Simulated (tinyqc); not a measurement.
Doping density: delta-doped layer in the Thomas-Fermi potential.

All donors ionised in the plane z = 0, zero temperature, energies from the Fermi level EF of the Thomas-Fermi model, which lies at the bulk band edge; c = hbar^2/2m0, q = e^2/(4 pi eps0). Layer in a (001) plane: two valleys with m_z = ml, m_d = mt (unprimed) and four with m_z = mt, m_d = sqrt(ml mt) (primed); m3 = (ml mt^2)^(1/3), gv = 6. With n = (gv/3 pi^2)(m3 (-V)/c)^(3/2) and V'' = -(4 pi q/eps) n for z > 0, the solution is V = -b/(|z| + z0)^4 with sqrt(b) = 20/K, K = (4 pi q/eps)(gv/3 pi^2)(m3/c)^(3/2), and z0^5 = 4b/(e F0), e F0 = 2 pi q N/eps; 1e13/cm^2 = 1e-3/angstrom^2. Exchange and correlation are left out.

Subbands solve -(c/m_z) psi'' + V psi = E psi on 1280 points of spacing z0/80; up to ten levels for each group, kept if bound with an rms width below 2.5 z0.

Constants: hbar^2/2m0 = 3.80998211 eV angstrom^2; e^2/(4 pi eps0) = 14.39964547 eV angstrom.

Values chosen for the exercise (near those of a delta-doped layer in Si; the results hold for these values, not for the real material):

| symbol | value | unit | meaning |
|---|---|---|---|
| ml | 0.897 | m0 | longitudinal mass |
| mt | 0.192 | m0 | transverse mass |
| eps | 11.8 |  | dielectric constant |
| Nl | (1.9, 3.8, 7.6, 13, 23, 38, 61) | x 1e13/cm^2 | sheet densities |

The well, the lowest level and the filling anew; at zero temperature n_i = g m_d (mu - E_i)/(2 pi c), with mu fixed by sum n_i = N.

Results:

| N (1e13/cm^2) | z0 (angstrom) | depth (eV) | lowest (eV) | next - lowest (eV) | occupied | share of lowest (%) |
|---|---|---|---|---|---|---|
| 1.9 | 28.6 | 0.1040 | -0.0393 | 0.0188 | 3 | 31.7 |
| 3.8 | 24.9 | 0.1811 | -0.0746 | 0.0335 | 3 | 30.0 |
| 7.6 | 21.6 | 0.3154 | -0.1407 | 0.0592 | 3 | 28.4 |
| 13 | 19.4 | 0.4846 | -0.2287 | 0.0913 | 3 | 27.2 |
| 38 | 15.7 | 1.1429 | -0.5970 | 0.2136 | 4 | 24.7 |
| 61 | 14.3 | 1.6690 | -0.9076 | 0.3089 | 6 | 23.6 |

Give the missing row, N (1e13/cm^2) = 23.

Computed row:
```
N (1e13/cm^2)  z0 (angstrom)  depth (eV)  lowest (eV)  next - lowest (eV)  occupied  share of lowest (%)
23                      17.3      0.7649      -0.3817              0.1439         4                 25.9
```

The depth grows as N^(4/5) and z0 shrinks as N^(-1/5): factors 16.0 and 2.00 for 32 times the doping. The lowest level deepens faster, with exponent 0.91, since the zero-point energy takes a smaller share of a deeper well (62 % falling to 46 %). The number of occupied subbands is 3 in the first row and 6 in the last. Depths beyond about 0.5 eV stretch parabolic valleys past their range.

(tinyqc, `OMP_NUM_THREADS=1 python tinyqc.py 1250273 1250274 out.jsonl`, Intel(R) Xeon(R) Processor @ 2.30GHz, 1 thread, shared host, about 0.2 s.)
